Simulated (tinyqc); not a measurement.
Worked calculation: plane-wave Kohn-Sham cycle with exchange-only LDA in a layered model solid. One step of it, computed by the program tinyqc.

Question. Iteration 1: potential. V_H(G) = 4 pi rho(G)/G^2 for G != 0 (uniform background); v_x = -(3 rho/pi)^(1/3); V = V_ext + V_H + v_x; Fourier components f(G_m) = (1/N) sum_j f(x_j) exp(-i G_m x_j).

A solid whose potential varies along x alone (atomic units):
```
parameter                      value
period a                    6.600000
cross-section of the cell  33.000000
electrons per cell                 2
grid points                       16
plane waves -n..n, n               3
k points                           2
V1 in V1 cos(2 pi x/a)     -0.160000
V2 in V2 cos(4 pi x/a)      0.180000
```

density at the start, on the grid x_j = j a/N (e/bohr^3): [0.00918274, 0.00918274, 0.00918274, 0.00918274, 0.00918274, 0.00918274, 0.00918274, 0.00918274, 0.00918274, 0.00918274, 0.00918274, 0.00918274, 0.00918274, 0.00918274, 0.00918274, 0.00918274]

Give: Potentials on the grid; V(G_m), m = 0, 1, 2, ....

Answer.

Potentials on the grid (hartree):
```
x         V_ext     V_H      v_x        V
0.0000   0.0200  0.0000  -0.2062  -0.1862
0.4125  -0.0205  0.0000  -0.2062  -0.2268
0.8250  -0.1131  0.0000  -0.2062  -0.3193
1.2375  -0.1885  0.0000  -0.2062  -0.3947
1.6500  -0.1800  0.0000  -0.2062  -0.3862
2.0625  -0.0660  0.0000  -0.2062  -0.2723
2.4750   0.1131  0.0000  -0.2062  -0.0931
2.8875   0.2751  0.0000  -0.2062   0.0689
3.3000   0.3400  0.0000  -0.2062   0.1338
3.7125   0.2751  0.0000  -0.2062   0.0689
4.1250   0.1131  0.0000  -0.2062  -0.0931
4.5375  -0.0660  0.0000  -0.2062  -0.2723
4.9500  -0.1800  0.0000  -0.2062  -0.3862
5.3625  -0.1885  0.0000  -0.2062  -0.3947
5.7750  -0.1131  0.0000  -0.2062  -0.3193
6.1875  -0.0205  0.0000  -0.2062  -0.2268
```

V(G_m), m = 0, 1, 2, ... (hartree): [-0.2062, -0.0800, 0.0900, 0.0000, 0.0000, 0.0000, 0.0000]
